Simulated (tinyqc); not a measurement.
Worked calculation: empirical pseudopotential in a few plane waves. One step of it, computed by the program tinyqc.

Question. Bloch Hamiltonian at k. Basis: the 15 shortest G (labels in 2 pi/a), the same at every k. H(G,G') = c |k + G|^2 delta + VS(|G-G'|^2) cos((G-G').tau) + i VA sin((G-G').tau), tau = a/8 (1,1,1); 1 Ry = 13.605693 eV.

Parameters chosen for this model: fcc lattice, atoms at +/- a/8 (1,1,1); form factors in rydberg at |G|^2 in units of (2 pi/a)^2:
```
parameter,value,unit
a,5.940000,angstrom
VS(3),-0.229000,Ry
VS(8),0.004000,Ry
VS(11),0.064000,Ry
VA(3),0.120000,Ry
VA(4),0.028000,Ry
VA(11),0.015000,Ry
hbar^2/2m (2 pi/a)^2,4.262945,eV
```

k point k (2 pi / a): -0.200000  0.010000  0.480000

Give: H(k) at k.

Answer.

H(k) at k (eV):
```
,+0+0+0,-1-1-1,-1-1+1,-1+1-1,-1+1+1,+1-1-1,+1-1+1,+1+1-1,+1+1+1,-2+0+0,+0-2+0,+0+0-2,+0+0+2,+0+2+0,+2+0+0
+0+0+0,1.1531,2.2031+1.1545i,-2.2031+1.1545i,-2.2031+1.1545i,-2.2031-1.1545i,-2.2031+1.1545i,-2.2031-1.1545i,-2.2031-1.1545i,2.2031-1.1545i,0.0000+0.3810i,0.0000+0.3810i,0.0000+0.3810i,0.0000-0.3810i,0.0000-0.3810i,0.0000-0.3810i
-1-1-1,2.2031-1.1545i,11.4695,0.0000-0.3810i,0.0000-0.3810i,-0.0544,0.0000-0.3810i,-0.0544,-0.0544,0.0000,-2.2031-1.1545i,-2.2031-1.1545i,-2.2031-1.1545i,-0.6157+0.1443i,-0.6157+0.1443i,-0.6157+0.1443i
-1-1+1,-2.2031-1.1545i,0.0000+0.3810i,19.6543,0.0544,0.0000-0.3810i,0.0544,0.0000-0.3810i,0.0000,-0.0544,-2.2031+1.1545i,-2.2031+1.1545i,0.6157+0.1443i,2.2031-1.1545i,-0.6157-0.1443i,-0.6157-0.1443i
-1+1-1,-2.2031-1.1545i,0.0000+0.3810i,0.0544,11.6400,0.0000-0.3810i,0.0544,0.0000,0.0000-0.3810i,-0.0544,-2.2031+1.1545i,0.6157+0.1443i,-2.2031+1.1545i,-0.6157-0.1443i,2.2031-1.1545i,-0.6157-0.1443i
-1+1+1,-2.2031+1.1545i,-0.0544,0.0000+0.3810i,0.0000+0.3810i,19.8248,0.0000,0.0544,0.0544,0.0000-0.3810i,2.2031+1.1545i,-0.6157+0.1443i,-0.6157+0.1443i,-2.2031-1.1545i,-2.2031-1.1545i,0.6157-0.1443i
+1-1-1,-2.2031-1.1545i,0.0000+0.3810i,0.0544,0.0544,0.0000,8.0591,0.0000-0.3810i,0.0000-0.3810i,-0.0544,0.6157+0.1443i,-2.2031+1.1545i,-2.2031+1.1545i,-0.6157-0.1443i,-0.6157-0.1443i,2.2031-1.1545i
+1-1+1,-2.2031+1.1545i,-0.0544,0.0000+0.3810i,0.0000,0.0544,0.0000+0.3810i,16.2440,0.0544,0.0000-0.3810i,-0.6157+0.1443i,2.2031+1.1545i,-0.6157+0.1443i,-2.2031-1.1545i,0.6157-0.1443i,-2.2031-1.1545i
+1+1-1,-2.2031+1.1545i,-0.0544,0.0000,0.0000+0.3810i,0.0544,0.0000+0.3810i,0.0544,8.2296,0.0000-0.3810i,-0.6157+0.1443i,-0.6157+0.1443i,2.2031+1.1545i,0.6157-0.1443i,-2.2031-1.1545i,-2.2031-1.1545i
+1+1+1,2.2031+1.1545i,0.0000,-0.0544,-0.0544,0.0000+0.3810i,-0.0544,0.0000+0.3810i,0.0000+0.3810i,16.4145,-0.6157-0.1443i,-0.6157-0.1443i,-0.6157-0.1443i,-2.2031+1.1545i,-2.2031+1.1545i,-2.2031+1.1545i
-2+0+0,0.0000-0.3810i,-2.2031+1.1545i,-2.2031-1.1545i,-2.2031-1.1545i,2.2031-1.1545i,0.6157-0.1443i,-0.6157-0.1443i,-0.6157-0.1443i,-0.6157+0.1443i,21.6153,0.0544,0.0544,-0.0544,-0.0544,0.0000
+0-2+0,0.0000-0.3810i,-2.2031+1.1545i,-2.2031-1.1545i,0.6157-0.1443i,-0.6157-0.1443i,-2.2031-1.1545i,2.2031-1.1545i,-0.6157-0.1443i,-0.6157+0.1443i,0.0544,18.0344,0.0544,-0.0544,0.0000,-0.0544
+0+0-2,0.0000-0.3810i,-2.2031+1.1545i,0.6157-0.1443i,-2.2031-1.1545i,-0.6157-0.1443i,-2.2031-1.1545i,-0.6157-0.1443i,2.2031-1.1545i,-0.6157+0.1443i,0.0544,0.0544,10.0201,0.0000,-0.0544,-0.0544
+0+0+2,0.0000+0.3810i,-0.6157-0.1443i,2.2031+1.1545i,-0.6157+0.1443i,-2.2031+1.1545i,-0.6157+0.1443i,-2.2031+1.1545i,0.6157+0.1443i,-2.2031-1.1545i,-0.0544,-0.0544,0.0000,26.3898,0.0544,0.0544
+0+2+0,0.0000+0.3810i,-0.6157-0.1443i,-0.6157+0.1443i,2.2031+1.1545i,-2.2031+1.1545i,-0.6157+0.1443i,0.6157+0.1443i,-2.2031+1.1545i,-2.2031-1.1545i,-0.0544,0.0000,-0.0544,0.0544,18.3754,0.0544
+2+0+0,0.0000+0.3810i,-0.6157-0.1443i,-0.6157+0.1443i,-0.6157+0.1443i,0.6157+0.1443i,2.2031+1.1545i,-2.2031+1.1545i,-2.2031+1.1545i,-2.2031-1.1545i,0.0000,-0.0544,-0.0544,0.0544,0.0544,14.7946
```
